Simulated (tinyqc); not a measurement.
sp3s* tight binding: one step. Levels at this k. The numbers come from values chosen for the exercise (near a published set for Si, fitted to gaps, whose masses and valley positions are rough).

H(k) (eV), lower triangle (Hermitian):
```
             sa         xa          ya          za         s*a         sc        xc        yc        zc
sa    -4.190000
xa            0   1.721000
ya            0          0    1.721000
za            0          0           0    1.721000
s*a           0          0           0           0    6.664000
sc    -4.858633  4.634858i           0           0           0  -4.190000
xc   -4.634858i   1.013342           0           0  -4.340376i          0  1.721000
yc            0          0    1.013342  -3.728759i           0          0         0  1.721000
zc            0          0  -3.728759i    1.013342           0          0         0         0  1.721000
s*c           0  4.340376i           0           0           0          0         0         0         0

          s*c
s*c  6.664000
```

Question. Diagonalise H, which belongs to k = (0.6, 0, 0) (2 pi/a). Four bands are filled (two electrons each); give the make-up of band 5, the lowest empty one.

Give: levels; weights of band 5; weight of band 5 on atom a.

Answer.

levels (eV): -10.7767  -4.8344  -2.1430  -2.1430  1.2990  3.2950  5.5850  5.5850  9.5797  9.8275

weights of band 5: s 0.108, p 0.539, s* 0.353

weight of band 5 on atom a = 0.500

The vertical gap at this k is 3.4420 eV; band 5 is mostly p-like.

Run: tinyqc, `OMP_NUM_THREADS=1 python tinyqc.py 1450971 1450972 out.jsonl`; Intel(R) Xeon(R) Processor @ 2.30GHz, one thread, shared host; about 0.1 s of CPU time with all checks.
